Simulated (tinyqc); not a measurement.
Worked calculation: free and nearly free electrons in a metal. Values are carried at full precision from step to step, so a last printed digit may differ when a step is redone from the rounded ones.

The cubic cell holds 4 atoms: n = 4 z/a^3, kF = (3 pi^2 n)^(1/3), EF = c kF^2/m, vF = 2 c kF/(m hbar), c = hbar^2/2m0; rs = (3/(4 pi n))^(1/3)/a0; D(EF) = 3 n/(2 EF).

Constants: hbar^2/2m0 = 3.80998211 eV angstrom^2; hbar = 6.58211957e-16 eV s; a0 (Bohr radius) = 0.5291772105 angstrom; kB = 8.617333262e-05 eV/K.

Values chosen for the exercise (near those of Au, whose d bands this model ignores; the results hold for these values, not for the real material): a = 4.059 angstrom (fcc lattice constant); z = 1 (free electrons an atom); m = 1.3 m0 (mass); rho = 2.3 micro-ohm cm (bulk resistivity); T = 290 K; V = 1.57 eV (|V_G| for G = (111)); x = 0.74 (k along G as a share of |G|/2).

## The Fermi sphere

Evaluate the free-electron quantities.

n = 0.05981 1/angstrom^3
kF = 1.2099 1/angstrom
EF = 4.290 eV
vF = 1.077e+06 m/s
rs = 2.998
D(EF) per atom = 0.3496 1/eV

A mass this far above 1 is of the kind met in the specific heat (electron-phonon coupling); it understates EF and vF of the real bands.

## Relaxation time and mean free path

Drude: 1/rho = n e^2 tau/(m m0) with e = 1.602176634e-19 C and m0 = 9.1093837e-31 kg; mean free path l = vF tau; rho l = hbar kF/(n e^2) = 12 pi^3 hbar/(e^2 S) with S = 4 pi kF^2 does not depend on tau or m.

Use SI units: n in 1/m^3 (1e30 per 1/angstrom^3), rho in ohm m (1e-8 per micro-ohm cm).

tau = 33.53 fs
l = 36.13 nm
rho l = 8.310 1e-16 ohm m^2

Wires lose conductivity to surfaces and grain boundaries, with an excess that scales as rho l over the width and is of the order of rho itself at a width of l = 36 nm.

## Thermal quantities

gamma = (pi^2/3) kB^2 D(EF) per atom, times 96485.33 x 1e3 for mJ/(mol K^2); mu(T) = EF (1 - (pi kB T/EF)^2/12); Wiedemann-Franz kappa = L0 T/rho with L0 = (pi^2/3) (kB/e)^2, kB/e in V/K.

gamma = 0.824 mJ/(mol K^2)
mu - EF = -0.1197 meV
kappa = 308 W/(m K)

## The sphere against the zone faces

Take G = (hkl) 2 pi/a for (111), (200) and (220), with the number of equivalent faces. The Bragg plane of G lies at |G|/2 with |G| = (2 pi/a) sqrt(h^2 + k^2 + l^2). Where kF exceeds it, the sphere cuts the plane in a circle of radius sqrt(kF^2 - G^2/4).

Distance and circle for each G:
```
G      faces  |G|/2 (1/angstrom)  kF/(|G|/2)  circle radius
(111)      8              1.3406      0.9025              -
(200)      6              1.5480      0.7816              -
(220)     12              2.1892      0.5527              -
```

The sphere stays inside the first zone; it reaches 0.903 of the way to the nearest faces.

## Two plane waves near the face

Two plane waves k and k - G, G = (111) (2 pi/a): H = [[c k^2/m, V], [V, c (k - G)^2/m]] with c = hbar^2/2m0.

Build H for k along G, diagonalise, and give the weight of the first wave in the lower state and its velocity along G relative to a free electron, (w k + (1 - w)(k - G))/k.

H (eV):
```
[[2.8842, 1.5700],
 [1.5700, 8.3619]]
```

levels (eV): [2.4661, 8.7800]

w = 0.9338
v/v_free = 0.8210

The splitting is 6.314 eV here and 2V = 3.14 eV on the face, where the normal velocity vanishes. There the lower band lies at 3.697 eV, below the free EF of 4.290 eV, so by this test the Fermi surface touches the face (V is large against EF, which it lowers, so the test is rough). The real noble metals have necks on these faces, through a gap of 4 to 5 eV at L and their d bands.

## Checks

- Lower level against the closed form of the 2 x 2 problem (eV): both 2.4661.
- The product rho l against hbar kF/(n e^2) (1e-16 ohm m^2): both 8.310.

Run: tinyqc, `OMP_NUM_THREADS=1 python tinyqc.py 1680354 1680355 out.jsonl`; Intel(R) Xeon(R) Processor @ 2.30GHz, one thread, shared host; about 0.01 s of CPU time with all checks.
